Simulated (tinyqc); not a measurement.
# Threshold-voltage variability of a planar MOSFET, analytic estimates: effects of single changes

Three independent sources add in quadrature: random dopants in the depleted layer, metal-gate grains of two orientations, and roughness of the two gate edges acting through the roll-off VT = VT(long) - Vr exp(-L/l). These are first-order estimates: no three-dimensional electrostatics, no percolation.

Values chosen for this exercise; material values close to those of silicon:
```
symbol    value   unit                                                 meaning
T           273      K                                             temperature
Eg         1.14     eV                                                band gap
eps_r      11.8                     relative permittivity of the semiconductor
Nc      2.41e19  cm^-3                  conduction-band density of states at T
Nv      2.32e19  cm^-3                     valence-band density of states at T
Na       3.3e18  cm^-3                                          channel doping
ti          2.1     nm                 oxide-equivalent thickness in inversion
L            65     nm                                             gate length
W           130     nm                                              gate width
G             4     nm                                        metal grain size
dW          0.3     eV  work-function difference of the two grain orientations
p           0.4               share of the orientation of higher work function
De          1.8     nm                          rms roughness of one gate edge
La           20     nm                     correlation length of the roughness
l            12     nm                  decay length of the threshold roll-off
Vr          1.6      V                               prefactor of the roll-off
```

Constants: q = 1.602176634e-19 C, kB = 1.380649e-23 J/K, Vt = kB T/q, eps0 = 8.8541878128e-14 F/cm where lengths are in cm. Results are converted to the units shown.

Each table varies one quantity; the others keep the values above.

## Effect of the gate length

ni = sqrt(Nc Nv) exp(-Eg/(2 Vt)), Eg in volts; Cox = 3.9 eps0/ti; Wd = sqrt(4 eps0 eps_r Vt ln(Na/ni)/(q Na)); dopants: s1 = (q/Cox) sqrt(Na Wd/(3 L W)). Grains: Ng = L W/G^2 (at least 1), s2 = dW sqrt(p (1 - p)/Ng). Edges, with exponential correlation and u = W/La: the mean gate length has sL^2 = 2 De^2 (2/u)[1 - (1 - exp(-u))/u]; s3 = sL (Vr/l) exp(-L/l). s = sqrt(s1^2 + s2^2 + s3^2). l and Vr are held fixed.

Effect of the gate length:
```
L (nm)	s1 (mV)	s2 (mV)	s3 (mV)	s (mV)	s sqrt(L W) (mV um)
39	20.471	8.2563	6.7160	23.072	1.6428
47	18.648	7.5208	3.4481	20.401	1.5946
57	16.933	6.8293	1.4985	18.320	1.5770
68	15.503	6.2526	0.59919	16.727	1.5727
82	14.118	5.6939	0.18659	15.224	1.5718
99	12.849	5.1820	0.045252	13.854	1.5717
120	11.670	4.7068	0.0078636	12.584	1.5717
140	10.805	4.3576	0.0014853	11.650	1.5717
```

Read the table: what changes, and by how much?

As L goes from 39 to 140 nm, s falls from 23.1 to 11.7 mV. The dopants are the largest source in the first and the last row. The product s sqrt(L W) falls from 1.64 to 1.57 mV um: s1 and s2 go as 1/sqrt(L W), so the change comes from s3 alone.

## Effect of the correlation length of the roughness

Same model as above.

l and Vr are held fixed.

The same in every row: s1 (mV) = 15.857; s2 (mV) = 6.3953.

Results:
```
La (nm)	s3 (mV)	s (mV)	s sqrt(L W) (mV um)
2	0.26242	17.100	1.5719
5	0.41002	17.103	1.5722
10	0.56815	17.107	1.5726
40	0.99250	17.127	1.5744
80	1.1895	17.139	1.5755
160	1.3284	17.149	1.5764
```

Estimate the missing row, La = 20 nm.

Computed row:
```
La (nm)	s3 (mV)	s (mV)	s sqrt(L W) (mV um)
20	0.76938	17.115	1.5733
```

With this row back in the table: As La goes from 2 to 160 nm, s stays near 17.1 mV. The dopants are the largest source in the first and the last row. The edge term s3 rises from 0.262 to 1.33 mV: a longer correlation averages out less along the width.

Program tinyqc, `OMP_NUM_THREADS=1 python tinyqc.py 2090120 2090121 out.jsonl`; Intel Xeon 2.30GHz, shared host, one thread, about 0.01 s.
